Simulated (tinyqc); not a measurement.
Inside a calculation: ellipsoidal valleys in the axes of a wafer and a channel. Values are carried at full precision from step to step, so a last printed digit may differ when a step is redone from the rounded ones.

Valleys with axes a along x, y and z, two valleys each; inverse mass tensor w = 1/mt + (1/ml - 1/mt) a a. Device axes: z = nz/|nz|, x = nx/|nx|, y = z cross x; in them a = (ax, ay, az). Confinement mass mz = 1/w_zz. In the plane w_ij is replaced by u_ij = w_ij - w_iz w_jz/w_zz (i, j = x, y); density-of-states mass md = 1/sqrt(det u); conductivity mass along x mc = 1/u_xx; ballistic transport mass mx = u_yy/det u, width mass my = 1/u_yy.

Constants: hbar^2/2m0 = 3.80998211 eV angstrom^2; kB = 8.617333262e-05 eV/K.

Parameters, chosen for this exercise (near those of the Delta valleys of Si; the results hold for these values, not for the real material): ml = 0.886 m0 (longitudinal mass); mt = 0.191 m0 (transverse mass); nz = (1, 1, 1) (surface normal (confinement)); nx = (1, 1, -2) (channel direction); t = 8.5 nm (thickness of the film); T = 300 K (temperature).

## Device axes and valley axes

Give the rows x, y, z in cubic components and each valley axis in device components.

device axes:
```
     [100]   [010]    [001]
x   0.4082  0.4082  -0.8165
y  -0.7071  0.7071   0.0000
z   0.5774  0.5774   0.5774
```

valley axes:
```
        ax       ay      az
x   0.4082  -0.7071  0.5774
y   0.4082   0.7071  0.5774
z  -0.8165   0.0000  0.5774
```

## Tensors of the valley x

Form w and the reduced tensor u.

w (1/m0):
```
         x       y        z
x   4.5511  1.1856  -0.9680
y   1.1856  3.1821   1.6766
z  -0.9680  1.6766   3.8666
```

u (1/m0):
```
        x       y
x  4.3088  1.6053
y  1.6053  2.4551
```

The axis is tilted against the normal, so w_xz or w_yz is not zero and the reduction changes the masses in the plane.

## Masses of all valleys

Give mz, md, mc, mx and my.

Masses (m0):
```
valley      mz      md      mc      mx      my
x       0.2586  0.3535  0.2321  0.3068  0.4073
y       0.2586  0.3535  0.2321  0.3068  0.4073
z       0.2586  0.3535  0.6543  0.6543  0.1910
```

mz md^2 = ml mt^2 = 0.03232 for every valley, so a heavy confinement mass comes with a small density of states. On this face all axes make the same angle with the normal.

## Subbands and shares in a film

Hard walls: E_n = c (n pi/t)^2/mz, c = hbar^2/2m0, n = 1, 2, 3. Non-degenerate share of a valley proportional to md sum_n exp(-E_n/kT); mean 1/mc = sum of share/mc. 1 nm = 10 angstrom.

Give the ladders, the shares and the mean conductivity mass.

Subbands:
```
valley  E1 (meV)  E2 (meV)  E3 (meV)  share
x           20.1      80.5     181.1  0.333
y           20.1      80.5     181.1  0.333
z           20.1      80.5     181.1  0.333
```

mean mc = 0.2957 m0

The lowest ladder (x, y and z) holds 100 % of the electrons in these valleys: all valleys have the same mz and md on this face, though not always the same mc.

## Checks

- mz md^2 against ml mt^2: they agree to 1e-10 or better.
- mx my against md^2: they agree to 1e-10 or better.

Program tinyqc; command `OMP_NUM_THREADS=1 python tinyqc.py 1850946 1850947 out.jsonl`; about 0.01 s on one thread of a shared Intel(R) Xeon(R) Processor @ 2.30GHz.
